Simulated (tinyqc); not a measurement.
Global model of a low-pressure process discharge: electron temperature, density, ion flux and ion energy: one step, computed by the program tinyqc. Command: `OMP_NUM_THREADS=1 python tinyqc.py 3110787 3110788 out.jsonl plasma walk`. One thread of a shared host (Intel(R) Xeon(R) Processor @ 2.30GHz), about 0.01 s of CPU time with the checks.

Maxwellian electrons with temperature T_e in eV, one positive ion, no negative ions, uniform bulk density n; rate constants have the Arrhenius form.

Task: Geometry factors. n_g = p/(k_B T_g); lambda_i = 1/(n_g sigma); h_L = 0.86/sqrt(3 + L/(2 lambda_i)), h_R = 0.8/sqrt(4 + R/lambda_i); A_eff = 2 pi R^2 h_L + 2 pi R L h_R; d_eff = pi R^2 L/A_eff.

Inputs (values chosen for the exercise, of the order of those of an inductive discharge in a simple atomic gas):
```
quantity,value,unit
ion-neutral cross section,1.1e-18,m^2
pressure p,5.4,Pa
gas temperature T_g,600,K
radius R,21,cm
height L,10,cm
```

Constants: k_B = 1.380649e-23 J/K.

Give: gas density n_g; ion mean free path; h_L; h_R; A_eff; d_eff.

Result:

gas density n_g = 6.519e+20 1/m^3

ion mean free path = 0.1395 cm

h_L = 0.1380

h_R = 0.06434

A_eff = 467.2 cm^2

d_eff = 29.65 cm

Caution: at so short an ion path the formulas for h_L and h_R give way to the ambipolar-diffusion limit.
